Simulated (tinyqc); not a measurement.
# Tunnelling through a two-layer gate stack, WKB transmission and Tsu-Esaki current, step by step

Numbers from tinyqc (`OMP_NUM_THREADS=1 python tinyqc.py 2540138 2540139 out.jsonl`; about 0.03 s on one thread of a shared Intel Xeon 2.30GHz). Printed values are rounded.

Electrons leave the emitter at x = 0. Energies E (motion across the layers) are in eV from the emitter Fermi level; the collector Fermi level lies at -V and offers states at every E. No charge in the dielectric and no image force: F1 = V/(t1 + t2 eps1/eps2), F2 = F1 eps1/eps2; U = phi1 - F1 x in layer 1 and phi2 - F1 t1 - F2 (x - t1) in layer 2. With C = hbar^2/(2 m0), kappa = sqrt(m (U - E)/C) where U > E and 0 elsewhere; T(E) = exp(-S), S = 2 times the integral of kappa over x.

Parameters, values chosen for the exercise; layer 1 close to silicon dioxide, layer 2 close to aluminium oxide:
```
symbol  value  unit                                                        meaning
T         400     K                                                    temperature
Ef       0.26    eV              Fermi energy of the emitter above its band bottom
me          1    m0                            emitter mass in the supply function
phi1     3.16    eV  barrier of layer 1 above the emitter Fermi level at zero bias
m1       0.49    m0                                     tunnelling mass of layer 1
t1        0.9    nm                                           thickness of layer 1
eps1     3.99                                     relative permittivity of layer 1
phi2     2.68    eV                                barrier of layer 2 at zero bias
m2       0.39    m0                                     tunnelling mass of layer 2
t2        2.9    nm                                           thickness of layer 2
eps2     9.43                                     relative permittivity of layer 2
V         0.9     V                                  voltage across the dielectric
E           0    eV                                energy of the electron followed
nc          6                                                  cells in each layer
Ea      -0.26    eV                                   lower end of the energy grid
Eb       0.44    eV                                   upper end of the energy grid
nE         13                                            points of the energy grid
```

Constants: q = 1.602176634e-19 C, kB = 1.380649e-23 J/K, hbar = 1.054571817e-34 J s, m0 = 9.1093837015e-31 kg, Vt = kB T/q, hbar^2/(2 m0) = 0.0380998212 eV nm^2. Results are converted to the units shown.

## Fields and band edges

F1 = V/(t1 + t2 eps1/eps2), F2 = F1 eps1/eps2; U = phi1 - F1 x in layer 1 and phi2 - F1 t1 - F2 (x - t1) in layer 2. EOT = 3.9 (t1/eps1 + t2/eps2).

F1 = 4.231229 MV/cm
F2 = 1.790308 MV/cm
U at the end of layer 1 = 2.779189 eV
U at the start of layer 2 = 2.299189 eV
U at the end of layer 2 = 1.78 eV
EOT = 2.079063 nm

## WKB exponent by the midpoint rule

Cut each layer into nc equal cells, take U and kappa at the cell centres, and sum S = 2 sum kappa h.

```
cell,x (nm),U (eV),kappa (1/nm)
0,0.075000,3.128266,6.342908
1,0.225000,3.064797,6.278233
2,0.375000,3.001329,6.212886
3,0.525000,2.937860,6.146843
4,0.675000,2.874392,6.080084
5,0.825000,2.810924,6.012583
6,1.141667,2.255924,4.805439
7,1.625000,2.169392,4.712375
8,2.108333,2.082860,4.617436
9,2.591667,1.996329,4.520504
10,3.075000,1.909797,4.421448
11,3.558333,1.823266,4.320120
```

S = 37.60614
T(E) = 4.654374e-17

## WKB exponent in closed form

Each layer adds (2/F) sqrt(m/C) [G(u at its left edge) - G(u at its right edge)] to S, with u = U - E (0 where negative) and G(u) = (2/3) u^1.5. The slope follows from 1/d = -dS/dE.

S = 37.60558
T(E) = 4.656958e-17
energy d over which T(E) grows by a factor e = 0.11928 eV

The midpoint rule gives S = 37.606, so its T(E) is 0.055 % below this value. The band edge stays above E through the whole stack: direct tunnelling through a trapezoid.

## Current density on a coarse energy grid

J = J0 times the integral of T(E) N(E) dE, N = ln[(1 + exp(-E/Vt))/(1 + exp((-E - V)/Vt))], J0 = q^2 me m0 kB T/(2 pi^2 hbar^3) (times 1e-4 for A/cm^2 per eV), by Simpson's rule on nE equally spaced points from Ea to Eb.

```
point,E (eV),T(E),N,T(E) N
0,-0.2600000,5.598481e-18,7.543466,4.223195e-17
1,-0.2016667,8.913615e-18,5.853485,5.217571e-17
2,-0.1433333,1.427321e-17,4.173799,5.957353e-17
3,-0.0850000,2.299165e-17,2.547473,5.857062e-17
4,-0.0266667,3.726505e-17,1.152984,4.296600e-17
5,0.0316667,6.078917e-17,0.3357870,2.041221e-17
6,0.0900000,9.983005e-17,0.07088692,7.076644e-18
7,0.1483333,1.650948e-16,0.01343266,2.217663e-18
8,0.2066667,2.750290e-16,0.002486420,6.838376e-19
9,0.2650000,4.616823e-16,4.581919e-4,2.115391e-19
10,0.3233333,7.812438e-16,8.436474e-5,6.590943e-20
11,0.3816667,1.333155e-15,1.553132e-5,2.070565e-20
12,0.4400000,2.295157e-15,2.859192e-6,6.562295e-21
```

J0 = 5.578210e8 A/(cm^2 eV)
J = 8.649059e-9 A/cm^2

The integrand peaks at E = -0.143 eV among these points. A converged quadrature from -Ef to above the barrier gives 8.654e-9 A/cm^2; this grid is 0.052 % below that.
